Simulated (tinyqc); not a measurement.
Inverter chain driving a load.

N inverters, each f = Hc^(1/N) times larger than the one before: delay tau N (f + pp). Switched capacitance in units of the first input, with output capacitance pp times the input: Hc + (1 + pp)(Hc - 1)/(f - 1).

Parameters, values chosen for the exercise:

| symbol | value | unit | meaning |
|---|---|---|---|
| Hc | 91 |  | load over the input capacitance of the chain |
| pp | 1 |  | parasitic delay of an inverter |
| tau | 3.1 | ps | delay unit |

Results:
```
N	f	delay (ps)	switched capacitance
1	91.000	285.20	93.000
2	9.5394	65.344	112.08
3	4.4979	51.131	142.46
4	3.0886	50.699	177.18
5	2.4650	53.707	213.87
7	1.9049	63.035	289.93
8	1.7574	68.384	328.64
```

Estimate the missing row, N = 6.

Computed row:
```
N	f	delay (ps)	switched capacitance
6	2.1208	58.048	251.59
```

With this row back in the table: The delay goes from 285 through a minimum of 50.7 (at N = 4 among the rows listed) to 68.4 ps. The best stage effort solves pp + rho (1 - ln rho) = 0, rho = 3.59, which gives N = ln Hc/ln rho = 3.53. One stage fewer than the best costs 0.85 % in delay and saves 20 % of the switched capacitance.

Program tinyqc, `OMP_NUM_THREADS=1 python tinyqc.py 2082095 2082096 out.jsonl`; Intel Xeon 2.30GHz, shared host, one thread, about 0.01 s.
